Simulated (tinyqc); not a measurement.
Gated graphene, quantum capacitance: one step of the calculation.

phi is the Fermi level above the Dirac point, in volts; Vg is counted from the gate voltage of charge neutrality. Ideal linear bands, no charge puddles.

Question. New phi. N0 = (2/pi)(kB T/(hbar vF))^2; n = N0 F1(phi/Vt), p = N0 F1(-phi/Vt), F1(e) = int_0^infinity u du/(1 + exp(u - e)) = -Li2(-exp(e)); Cq = q d(n - p)/dphi = (q N0/Vt) ln[2 (1 + cosh(phi/Vt))]. Newton: f = phi + q (n - p + Dit phi)/Cox - Vg, phi(new) = phi - f/(1 + (Cq + q Dit)/Cox).

Values chosen for this exercise; values close to those of graphene:
- T = 400 K (temperature)
- vF = 9.74e5 m/s (Fermi velocity)
- Dit = 0 cm^-2 eV^-1 (density of traps)
- Vg = -0.75 V (gate voltage)

Constants: q = 1.602176634e-19 C, kB = 1.380649e-23 J/K, hbar = 1.054571817e-34 J s, Vt = kB T/q. Results are converted to the units shown.

phi at the start = -0.75 V
Cox = 2.0312549 uF/cm^2

Find: n; p; Cq; f; phi after iteration 1.

Answer.

n = 65.36 cm^-2
p = 4.387e13 cm^-2
Cq = 18.61 uF/cm^2
f = -3.460 V
phi after iteration 1 = -0.4095 V

Numbers from tinyqc (`OMP_NUM_THREADS=1 python tinyqc.py 2200142 2200143 out.jsonl`; about 0.01 s on one thread of a shared Intel Xeon 2.30GHz).
